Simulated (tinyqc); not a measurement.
# Nanowire ballistic transistor, top-of-the-barrier model: two studies

At the top of the source barrier, states moving towards the drain are filled by the source (Fermi level 0) and states moving back by the drain (Fermi level -q Vd); nothing scatters. U is the shift of the band edge there, set by the capacitances CG, CD and CS (the total) and by the charge. Parabolic one-dimensional subbands; the source is grounded.

Inputs (values chosen for the exercise); mass and valleys close to those of gallium nitride: temperature T = 77 K; effective mass m = 0.205 m0; valley degeneracy gv = 1; relative permittivity of the gate insulator eox = 7.5; insulator thickness tox = 5.2 nm; wire diameter d = 6 nm; offset of a second subband (0: none) dE = 0.29 eV; gate control CG/CS aG = 0.86; drain control CD/CS aD = 0.111; band edge at the barrier top above the source Fermi level at zero bias E0 = 0.3 eV.

Constants: q = 1.602176634e-19 C, kB = 1.380649e-23 J/K, hbar = 1.054571817e-34 J s, h = 6.62607015e-34 J s, m0 = 9.1093837015e-31 kg, Vt = kB T/q, eps0 = 8.8541878128e-14 F/cm where lengths are in cm. Results are converted to the units shown.

Each table varies one quantity; the others keep the values above.

## Effect of the band edge at the barrier top above the source Fermi level at zero bias

N0 = gv sqrt(2 m kB T/pi)/hbar, CG = 2 pi eps0 eox/ln(1 + 2 tox/d), CS = CG/aG, n0 = n at U = 0 and Vd = 0. eta1 = -(E0 + U)/Vt, eta2 = eta1 - Vd/Vt, n = (N0/2)[F_(-1/2)(eta1) + F_(-1/2)(eta2)], F_(-1/2)(x) = (1/sqrt(pi)) int_0^infinity u^(-1/2)/(1 + exp(u - x)) du. Each F is summed over the two subbands, F(eta) + F(eta - dE/Vt), which share the mass. U = UL + q (n - n0)/CS with UL = -(aG Vg + aD Vd), energies in eV. I = gv (2 q^2/h) Vt [ln(1 + exp eta1) - ln(1 + exp eta2)], summed over both subbands. CQ = (q/Vt) dn/d(eta1).

In this table Vg = 0.4 V, Vd = 0.4 V.

Results:
```
E0 (eV)	eta1	n (cm^-1)	I (uA)	mean velocity I/(q n) (cm/s)	CQ/CS
0.1	27.65	3.161e6	14.21	2.807e7	0.2867
0.15	21.87	2.810e6	11.24	2.497e7	0.3227
0.2	16.27	2.422e6	8.365	2.156e7	0.3749
0.25	10.94	1.982e6	5.624	1.771e7	0.4602
0.3	6.029	1.457e6	3.101	1.328e7	0.6408
0.4	-2.060	6.237e4	0.06166	6.170e6	0.2869
0.45	-9.284	49.52	4.776e-5	6.020e6	2.478e-4
```

Estimate the missing row, E0 = 0.35 eV.

Computed row:
```
E0 (eV)	eta1	n (cm^-1)	I (uA)	mean velocity I/(q n) (cm/s)	CQ/CS
0.35	1.944	7.680e5	1.068	8.682e6	1.123
```

With this row back in the table: As E0 goes from 0.1 to 0.45 eV, n falls from 3.16e6 to 49.5 cm^-1, the mean velocity falls from 2.81e7 to 6.02e6 cm/s and the current falls from 14.2 to 4.78e-5 uA. CQ/CS goes from 0.29 to 2.5e-4.

## Effect of the insulator thickness

Same model as above.

CQ = (q/Vt) dn/d(eta1). E0 is held fixed.

In this table Vg = 0.4 V, Vd = 0.4 V.

Effect of the insulator thickness:
```
tox (nm)	eta1	n (cm^-1)	I (uA)	mean velocity I/(q n) (cm/s)	CQ/CS
0.5	11.75	2.055e6	6.039	1.834e7	0.06798
0.74	11.13	1.999e6	5.721	1.786e7	0.1000
1.1	10.33	1.925e6	5.311	1.722e7	0.1474
1.6	9.416	1.836e6	4.841	1.645e7	0.2119
2.4	8.290	1.720e6	4.262	1.546e7	0.3122
3.6	7.094	1.587e6	3.648	1.434e7	0.4571
5.4	5.924	1.444e6	3.047	1.317e7	0.6631
8	4.896	1.303e6	2.521	1.207e7	0.9386
```

What does the comparison show?

As tox goes from 0.5 to 8 nm, n falls from 2.05e6 to 1.30e6 cm^-1, the mean velocity falls from 1.83e7 to 1.21e7 cm/s and the current falls from 6.04 to 2.52 uA. CQ/CS goes from 0.068 to 0.94. Over the range the current goes as tox^(-0.32) on average. For tox = 0.5 to 0.74 nm the insulator is under 1 nm thick, where gate tunnelling would matter.

Computed by the program tinyqc: `OMP_NUM_THREADS=1 python tinyqc.py 2400004 2400005 out.jsonl`, one thread of a shared Intel Xeon 2.30GHz, about 0.09 s for the whole run.
